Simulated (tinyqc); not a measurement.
What moves the results: donors with valley-orbit split 1s states. A value that a table varies takes the place of the one given here.

Each donor binds at most one electron, in any of its states. For a site s, W_s = sum over its states of g exp(E/kT), and the ionised share is 1/(1 + W_s exp(eta)), eta = (EF - Ec)/kT; n = Nc F_1/2(eta); neutrality n + NA = ND x (mean ionised share); holes are neglected. Nc from N = 2 (m kB T/(4 pi c))^(3/2) with c = hbar^2/2m0, in 1/angstrom^3; times 1e24 for 1/cm^3, m = md. F_j(eta) = (1/Gamma(j + 1)) integral_0^infinity x^j dx/(1 + exp(x - eta)), which tends to exp(eta) for eta << 0.

Mobility (Caughey-Thomas form): mu = mu0 + (mu1 (T/300)^(-ga) - mu0)/(1 + ((ND + NA)/Nr)^de); rho = 1/(e n mu), e = 1.602176634e-19 C.

Constants: hbar^2/2m0 = 3.80998211 eV angstrom^2; kB = 8.617333262e-05 eV/K.

Values chosen for the exercise (near those of As in Si; the results hold for these values, not for the real material):

| symbol | value | unit | meaning |
|---|---|---|---|
| md | 1.087 | m0 | density-of-states mass of the conduction band |
| E | (53.2, 31.6, 30.2) | meV | binding energies of 1s(A1), 1s(T2), 1s(E) |
| g | (2, 6, 4) |  | their degeneracies with spin |
| ND | 7e+17 | 1/cm^3 | donors |
| NA | 0 | 1/cm^3 | compensating acceptors, all ionised |
| T | 250 | K |  |
| mu0 | 61 | cm^2/(V s) | mobility at heavy doping |
| mu1 | 1372 | cm^2/(V s) | mobility at light doping and 300 K |
| Nr | 1e+17 | 1/cm^3 | reference doping |
| de | 0.72 |  | doping exponent |
| ga | 2.3 |  | temperature exponent |

## What the excited states change

The last columns keep only the ground state of each site (g = 2).

Results:

| T (K) | effective degeneracy | eta | n (1/cm^3) | n, ground states only | ratio |
|---|---|---|---|---|---|
| 40 | 2.02 | -8.41 | 3.09e+14 | 3.10e+14 | 0.996 |
| 60 | 2.14 | -6.17 | 5.30e+15 | 5.48e+15 | 0.967 |
| 80 | 2.40 | -5.17 | 2.22e+16 | 2.42e+16 | 0.914 |
| 110 | 2.97 | -4.50 | 6.98e+16 | 8.41e+16 | 0.831 |
| 150 | 3.80 | -4.18 | 1.53e+17 | 2.01e+17 | 0.760 |
| 200 | 4.77 | -4.10 | 2.56e+17 | 3.50e+17 | 0.731 |
| 250 | 5.58 | -4.14 | 3.42e+17 | 4.64e+17 | 0.738 |
| 300 | 6.25 | -4.23 | 4.10e+17 | 5.39e+17 | 0.760 |
| 400 | 7.26 | -4.46 | 5.03e+17 | 6.18e+17 | 0.814 |
| 500 | 7.98 | -4.69 | 5.59e+17 | 6.52e+17 | 0.858 |

How do the results move?

The effective degeneracy grows from 2.02 to 7.98. Excited states hold electrons back, so the ratio is never above 1; it is lowest, 0.731, at 200 K of those listed, and 0.760 at 300 K. At low T the excited states empty out, and at high T more donors are ionised (n is 80 % of ND - NA in the last row), so the effect is largest in between.

## Ionisation and resistivity against doping

NA = 0.

Results:

| ND (1/cm^3) | n (1/cm^3) | n/ND | mu (cm^2/(V s)) | rho (ohm cm) | rho at full ionisation |
|---|---|---|---|---|---|
| 1.0e+14 | 1.00e+14 | 1.000 | 2073 | 30.1 | 30.1 |
| 1.0e+15 | 9.97e+14 | 0.997 | 2016 | 3.11 | 3.10 |
| 1.0e+16 | 9.71e+15 | 0.971 | 1763 | 0.365 | 0.354 |
| 3.0e+16 | 2.77e+16 | 0.922 | 1487 | 0.152 | 0.140 |
| 1.0e+17 | 8.03e+16 | 0.803 | 1074 | 0.0724 | 0.0581 |
| 3.0e+17 | 1.90e+17 | 0.633 | 693 | 0.0474 | 0.0300 |
| 1.0e+18 | 4.31e+17 | 0.431 | 385 | 0.0376 | 0.0162 |
| 2.0e+18 | 6.60e+17 | 0.330 | 271 | 0.0349 | 0.0115 |

What can be read from the table?

From 1e16 to 1e18 1/cm^3 rho falls by a factor 9.69, not 100: the mobility takes a factor 4.58 and incomplete ionisation 2.25. n/ND is below 0.9 from 1e+17 1/cm^3 on. From a few times 1e18 1/cm^3 on, depending on the dopant, the levels merge with the band, and already below that screening lowers the binding energy, so the last rows understate n.

## Compensation sets the slope of the freeze-out

NA = K ND. The slope energy is -d ln(n T^(-p))/d(1/kT) between 30 and 36 K, with p = 3/4 for K = 0 and p = 3/2 otherwise.

Results:

| K | n(30 K) (1/cm^3) | n(36 K) (1/cm^3) | slope energy (meV) |
|---|---|---|---|
| 0 | 1.91e+13 | 1.21e+14 | 26.57 |
| 0.0010 | 5.18e+11 | 2.04e+13 | 52.72 |
| 0.010 | 5.14e+10 | 2.08e+12 | 53.15 |
| 0.050 | 9.86e+09 | 3.99e+11 | 53.15 |
| 0.20 | 2.08e+09 | 8.40e+10 | 53.15 |
| 0.50 | 5.19e+08 | 2.10e+10 | 53.15 |

How do the results move?

Without acceptors the slope is 26.57 meV, against half the ground-state energy, 26.60; with K = 0.05 it is 53.15 meV, against the full 53.2. The full energy (less a few meV where excited levels lie within a few kT) shows where n is far below NA, since the acceptors then hold EF near the donor level: n(36 K)/NA is 0.029 for K = 0.001 and 1.1e-05 for K = 0.05.

## What moves the carrier density

All results formed anew. Each row changes one parameter from the base and keeps the others.

Results:

| case | eta | n (1/cm^3) | rho (ohm cm) |
|---|---|---|---|
| base | -4.142 | 3.419e+17 | 0.03956 |
| E = (58.2, 31.6, 30.2) meV | -4.173 | 3.316e+17 | 0.04079 |
| md = 1.196 m0 | -4.238 | 3.587e+17 | 0.03771 |
| ND = 1.4e+18 1/cm^3 | -3.697 | 5.316e+17 | 0.03618 |
| NA = 7e+16 1/cm^3 | -4.284 | 2.968e+17 | 0.04782 |
| T = 280 K | -4.194 | 3.847e+17 | 0.04424 |
| Nr = 2e+17 1/cm^3 | -4.142 | 3.419e+17 | 0.02827 |

What can be read from the table?

The largest shifts from the base row, up to three for each result and ties (the steps differ in size, so this ranks the rows, not the parameters). eta: ND +0.444, NA -0.142, md -0.096; unchanged at the printed digits by Nr. n (1/cm^3): ND +1.90e+17, NA -4.51e+16, T +4.28e+16; unchanged at the printed digits by Nr. rho (ohm cm): Nr -0.0113, NA +0.00825, T +0.00468.

Program tinyqc; command `OMP_NUM_THREADS=1 python tinyqc.py 1650390 1650391 out.jsonl`; about 0.01 s on one thread of a shared Intel(R) Xeon(R) Processor @ 2.30GHz.
